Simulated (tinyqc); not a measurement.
## Series resistance and length offset from two lengths at two overdrives

Question. In strong inversion R W = Rsd + k(x)(L - dL), k(x) = (1 + th1 x)/(mu0 Cox x), x the overdrive, Cox = eps0 eox/tox, with Rsd and dL independent of x. Find dL, Rsd, mu0 and th1.

Inputs (values chosen for the exercise):
- eox = 3.9 (relative permittivity of the gate insulator (close to silicon dioxide))
- tox = 1.4 nm (insulator thickness)

Constants: eps0 = 8.8541878128e-14 F/cm where lengths are in cm. Results are converted to the units shown.

total resistance times width (ohm um):
```
,L = 0.081 um,L = 0.38 um
overdrive 0.44 V,1025.99945,4735.33041
overdrive 1.26 V,555.811227,2227.65988
```

Answer. At each overdrive R W is a straight line in L; the two lines cross at L = dL, R W = Rsd. Their slopes give k x = (1 + th1 x)/(mu0 Cox), a straight line in x.

dL = 0.01200 um
Rsd = 170.0 ohm um
mu0 = 88.00 cm^2/(V s)
th1 = 0.4200 1/V

tinyqc, about 0.01 s, one thread, Intel Xeon 2.30GHz (shared host): `OMP_NUM_THREADS=1 python tinyqc.py 2210099 2210100 out.jsonl`
